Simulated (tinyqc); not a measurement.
Rotating the field: cyclotron resonance of ellipsoidal valleys, Si type.

Valleys along [100], [010], [001] (each with its opposite partner), mass ml along the axis and mt across it. B lies in the (1-10) plane, b = (sin(theta)/sqrt2, sin(theta)/sqrt2, cos(theta)). For the angle phi between B and the axis, 1/mc^2 = cos^2(phi)/mt^2 + sin^2(phi)/(mt ml). Resonance: h nu = 2 muB B/mc, h = 2 pi hbar.

Values chosen for the exercise (out of a larger set: near those of Si; not measured data): ml = 0.936 m0 (longitudinal mass); mt = 0.196 m0 (transverse mass); ths = (0, 15, 30, 45, 60, 75, 90) degrees (angles).

mc against theta; [100] and [010] stay equal in this plane.

Cyclotron masses (m0):
```
theta (degrees)   [100]   [001]
0                0.4283  0.1960
15               0.4036  0.2014
30               0.3530  0.2188
45               0.3072  0.2520
60               0.2756  0.3072
75               0.2578  0.3827
90               0.2520  0.4283
```

What can be read from this table?

All valleys give one line at theta = 54.7 degrees, B along [111], with mc = 0.2850. The [001] pair goes from mt to sqrt(ml mt), a factor 2.19; the other four only fall from sqrt(ml mt) to 0.2520, since their angle to B never drops below 45 degrees.

tinyqc: `OMP_NUM_THREADS=1 python tinyqc.py 1282020 1282021 out.jsonl`; about 0.01 s, one thread, shared Intel(R) Xeon(R) Processor @ 2.30GHz.
